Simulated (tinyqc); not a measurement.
## Inverter chain driving a load

N inverters, each f = Hc^(1/N) times larger than the one before: delay tau N (f + pp). Switched capacitance in units of the first input, with output capacitance pp times the input: Hc + (1 + pp)(Hc - 1)/(f - 1).

Values chosen for this exercise:
```
symbol  value  unit                                       meaning
Hc         43        load over the input capacitance of the chain
pp          0                      parasitic delay of an inverter
tau       4.9    ps                                    delay unit
```

Inverter chain driving a load:
```
N       f  delay (ps)  switched capacitance
1  43.000      210.70                44.000
2  6.5574      64.263                50.557
3  3.5034      51.500                59.777
4  2.5607      50.191                69.910
5  2.1217      51.983                80.442
6  1.8717      55.029                91.180
7  1.7114      58.701                102.04
8  1.6002      62.729                112.97
```

Read the table: what changes, and by how much?

The delay goes from 211 through a minimum of 50.2 (at N = 4 among the rows listed) to 62.7 ps. The best stage effort solves pp + rho (1 - ln rho) = 0, rho = 2.72, which gives N = ln Hc/ln rho = 3.76. One stage fewer than the best costs 2.6 % in delay and saves 14 % of the switched capacitance.

Numbers from tinyqc (`OMP_NUM_THREADS=1 python tinyqc.py 2082119 2082120 out.jsonl`; about 0.01 s on one thread of a shared Intel Xeon 2.30GHz).
